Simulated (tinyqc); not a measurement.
Free and trapped electrons in a MOS channel with a dense trap tail: two steps of the calculation.

p-type body, charge-sheet picture, full ionisation (an idealisation for deep acceptors), Boltzmann statistics for free electrons. e = Ec - EF at the surface. Acceptor-like traps of density D(E) = D0 + De exp(-E/Ew) at depth E below Ec, from 0 to Eu, hold n_t = integral of D(E)/(1 + exp((e - E)/Vt)). psi = Eg - Vt ln(Nv/Na) - e; N_dep = sqrt(2 eps0 eps_r Na (psi - Vt)/q); n_f = sqrt(N_dep^2 + 2 eps0 eps_r Vt Nc exp(-e/Vt)/q) - N_dep; Vg = Vfb + psi + q (N_dep + n_t + n_f)/Cox, Cox = eps0 eox/tox.

Inputs (values chosen for the exercise); band and dielectric values close to those of 4H silicon carbide:
- T = 300 K (temperature)
- Eg = 3.23 eV (band gap)
- eps_r = 9.81 (relative permittivity)
- Nc = 1.71e19 cm^-3 (conduction-band density of states at T)
- Nv = 2.46e19 cm^-3 (valence-band density of states at T)
- eox = 3.9 (relative permittivity of the insulator)
- tox = 30 nm (insulator thickness)
- Na = 1.9e17 cm^-3 (acceptor density)
- Vfb = -2.33 V (flat-band voltage without trapped charge)
- D0 = 9.4e10 cm^-2 eV^-1 (constant background density of acceptor-like traps)
- De = 1.8e13 cm^-2 eV^-1 (density of the tail at the conduction edge)
- Ew = 0.1 eV (decay energy of the tail)
- Eu = 0.62 eV (depth below Ec down to which the traps reach)
- mf = 130 cm^2/(V s) (mobility of free electrons)
- e = 0.073 eV (Ec - EF at the surface)

Constants: q = 1.602176634e-19 C, kB = 1.380649e-23 J/K, Vt = kB T/q, eps0 = 8.8541878128e-14 F/cm where lengths are in cm. Results are converted to the units shown.

Problem 1. Trapped charge. Trapezoid rule on 12 equal steps from 0 to Eu, f = 1/(1 + exp((e - E)/Vt)).

Find: E; D(E) f; n_t.

Solution 1.

| point | E (eV) | D(E) f (cm^-2 eV^-1) |
|---|---|---|
| 0 | 0 | 1.014e12 |
| 1 | 0.05167 | 3.300e12 |
| 2 | 0.1033 | 4.963e12 |
| 3 | 0.1550 | 3.757e12 |
| 4 | 0.2067 | 2.360e12 |
| 5 | 0.2583 | 1.452e12 |
| 6 | 0.3100 | 9.048e11 |
| 7 | 0.3617 | 5.777e11 |
| 8 | 0.4133 | 3.825e11 |
| 9 | 0.4650 | 2.661e11 |
| 10 | 0.5167 | 1.967e11 |
| 11 | 0.5683 | 1.552e11 |
| 12 | 0.6200 | 1.305e11 |

n_t = 9.758e11 cm^-2

Problem 2. Charges and gate voltage. psi, N_dep, n_f and Vg as defined, with the n_t given; free share n_f/(n_f + n_t); apparent mobility mf n_f/(n_f + n_t); gate voltage spent on traps q n_t/Cox.

n_t = 9.7584652e11 cm^-2

Wanted: psi; N_dep; n_f; Vg; free share; apparent mobility; gate voltage spent on traps.

Solution 2.

psi = 3.031 V
N_dep = 2.488e12 cm^-2
n_f = 5.655e10 cm^-2
Vg = 5.602 V
free share = 5.478 %
apparent mobility = 7.121 cm^2/(V s)
gate voltage spent on traps = 1.358 V

Computed by the program tinyqc: `OMP_NUM_THREADS=1 python tinyqc.py 2222149 2222150 out.jsonl`, one thread of a shared Intel Xeon 2.30GHz, about 0.02 s for the whole run.
